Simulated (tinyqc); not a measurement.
Worked calculation: CIS on RHF in the sto-3g basis, for H6, spin multiplicity 1. One step of it, computed by the program tinyqc.

Problem. CIS matrix, triplets. A(ia,jb) = (e_a - e_i) d_ij d_ab - (ij|ab).

orbital energies (hartree): MO1 -0.687057, MO2 -0.588669, MO3 -0.458973, MO4 0.427855, MO5 0.746023, MO6 1.142236

Two-electron integrals over orbitals (pq|rs), unique and non-zero (hartree):
```
(11|11) 0.421944    (21|21) 0.130281    (22|11) 0.334947    (22|22) 0.398982
(31|11) 0.082738    (31|22) -0.058003   (31|31) 0.132302    (32|21) -0.127999
(32|32) 0.146067    (33|11) 0.397445    (33|22) 0.352797    (33|31) 0.047178
(33|33) 0.398723    (41|21) 0.034981    (41|32) 0.002607    (41|41) 0.079734
(42|11) 0.054791    (42|22) -0.003532   (42|31) 0.048825    (42|33) 0.016174
(42|42) 0.068825    (43|21) 0.059862    (43|32) -0.059248   (43|41) 0.015170
(43|43) 0.072871    (44|11) 0.394265    (44|22) 0.351797    (44|31) 0.041755
(44|33) 0.385263    (44|42) 0.025098    (44|44) 0.399939    (51|11) 0.008589
(51|22) 0.026260    (51|31) -0.022156   (51|33) -0.008964   (51|42) 0.038808
(51|44) 0.001488    (51|51) 0.047376    (52|21) 0.020791    (52|32) 0.004461
(52|41) 0.055114    (52|43) -0.037410   (52|52) 0.086948    (53|11) -0.064225
(53|22) -0.003062   (53|31) -0.053811   (53|33) -0.031782   (53|42) -0.065257
(53|44) -0.026489   (53|51) -0.033212   (53|53) 0.070414    (54|21) 0.128326
(54|32) -0.139442   (54|41) 0.006958    (54|43) 0.060826    (54|52) -0.001598
(54|54) 0.150541    (55|11) 0.350120    (55|22) 0.401844    (55|31) -0.046437
(55|33) 0.364514    (55|42) 0.002138    (55|44) 0.373731    (55|51) 0.026728
(55|53) -0.006598   (55|55) 0.426999    (61|21) 0.001879    (61|32) 0.012954
(61|41) 0.028683    (61|43) 0.049728    (61|52) -0.030115   (61|54) -0.009787
(61|61) 0.065187    (62|11) -0.015327   (62|22) -0.032193   (62|31) 0.019460
(62|33) -0.003370   (62|42) -0.035316   (62|44) -0.001544   (62|51) -0.043099
(62|53) 0.037149    (62|55) -0.031404   (62|62) 0.045243    (63|21) 0.039668
(63|32) -0.006985   (63|41) 0.076459    (63|43) 0.018484    (63|52) 0.054845
(63|54) 0.006837    (63|61) 0.028927    (63|63) 0.082543    (64|11) 0.084401
(64|22) -0.049534   (64|31) 0.125572    (64|33) 0.048589    (64|42) 0.050658
(64|44) 0.047162    (64|51) -0.018700   (64|53) -0.054088   (64|55) -0.049493
(64|62) 0.018309    (64|64) 0.134929    (65|21) -0.132042   (65|32) 0.131148
(65|41) -0.036372   (65|43) -0.063131   (65|52) -0.021900   (65|54) -0.137768
(65|61) -0.003246   (65|63) -0.044365   (65|65) 0.147971    (66|11) 0.451561
(66|22) 0.357058    (66|31) 0.091312    (66|33) 0.427738    (66|42) 0.061847
(66|44) 0.432392    (66|51) 0.010008    (66|53) -0.073694   (66|55) 0.384084
(66|62) -0.018125   (66|64) 0.100031    (66|66) 0.511065
```

Give: CIS matrix A, triplet.

Solution.

CIS matrix A, triplet (hartree), lower triangle:
```
         1>4      1>5      1>6     2>4      2>5      2>6      3>4     3>5
1>4   0.7206
1>5   0.0000   1.0830
1>6  -0.0844   0.0000   1.3777
2>4   0.0000  -0.1283   0.0000  0.6647
2>5  -0.1283   0.0000   0.1320  0.0000   0.9328
2>6   0.0000   0.1320   0.0000  0.0495   0.0000   1.3738
3>4  -0.0418   0.0000  -0.1256  0.0000   0.1394   0.0000   0.5016
3>5   0.0000   0.0464   0.0000  0.1394   0.0000  -0.1311   0.0000  0.8405
3>6  -0.1256   0.0000  -0.0913  0.0000  -0.1311   0.0000  -0.0486  0.0000

        3>6
3>6  1.1735
```
